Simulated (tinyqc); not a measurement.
Resistance of a source-drain extension with a graded tip: two steps of the calculation.

y runs along the channel, the gate covers y > 0. The doping is N0 for y < y0 and N0 10^(-(y - y0)/la) beyond, uniform over the depth xj. Sheet conductance s(y) = q mu(N) max(N - Nch, 0) xj + (for y > 0) ma Cox Vo, with mu(N) = u0 + (u1 - u0)/(1 + (N/Nr)^au) and Cox = eps0 eox/tox. Current is taken as one-dimensional; depletion of the tip, spreading and the contact are left out. The metallurgical junction lies at yj, where N = Nch.

Inputs (values chosen for the exercise); mobility law close to that of holes in silicon: relative permittivity of the gate insulator (close to silicon dioxide) eox = 3.9; insulator thickness tox = 3 nm; active doping of the extension far from the gate N0 = 7.5e19 cm^-3; lateral abruptness la = 2.9 nm/decade; position under the gate where the fall begins (gate edge at 0) y0 = 2.3 nm; depth of the extension xj = 19 nm; channel doping Nch = 1.3e18 cm^-3; gate overdrive Vo = 0.74 V; mobility of the gate-induced layer ma = 40 cm^2/(V s); mobility at low doping u1 = 470.5 cm^2/(V s); mobility at high doping u0 = 44.9 cm^2/(V s); reference doping Nr = 2.23e17 cm^-3; exponent au = 0.719; gate length Lg = 90 nm.

Constants: q = 1.602176634e-19 C, eps0 = 8.8541878128e-14 F/cm where lengths are in cm. Results are converted to the units shown.

Problem 1. Sheet resistances and junction position. yj = y0 + la log10(N0/Nch); sheet resistance of the full extension 1/[q mu(N0)(N0 - Nch) xj] and of the gate-induced layer 1/(ma Cox Vo); metallurgical length Lg - 2 yj; ye is where the doped and the gate-induced conductances are equal.

Find: yj; sheet resistance of the extension; sheet resistance of the induced layer; metallurgical length; ye; N at ye.

Solution 1.

yj = 7.407 nm
sheet resistance of the extension = 869.0 ohm/square
sheet resistance of the induced layer = 2.935e4 ohm/square
metallurgical length = 75.19 nm
ye = 6.688 nm
N at ye = 2.300e18 cm^-3

The gate takes over 0.719 nm before the junction, where N is still 1.77 times the channel doping.

Problem 2. Resistance of the overlapped part. Midpoint rule on 8 equal steps from 0 to yj: R_ov = sum h/s(y), per width.

Wanted: y; N; doped conductance; sheet resistance; R_ov.

Solution 2.

```
point  y (nm)  N (cm^-3)  doped conductance (uS)  sheet resistance (ohm/square)
0      0.4630   7.500e19                    1151                          844.0
1       1.389   7.500e19                    1151                          844.0
2       2.315   7.413e19                    1138                          853.0
3       3.241   3.554e19                   580.8                           1626
4       4.167   1.704e19                   301.5                           2980
5       5.092   8.168e18                   156.0                           5260
6       6.018   3.916e18                   74.06                           9248
7       6.944   1.878e18                   21.19                        1.810e4
```

R_ov = 36.81 ohm um

Program tinyqc, `OMP_NUM_THREADS=1 python tinyqc.py 2282209 2282210 out.jsonl`; Intel Xeon 2.30GHz, shared host, one thread, about 0.05 s.
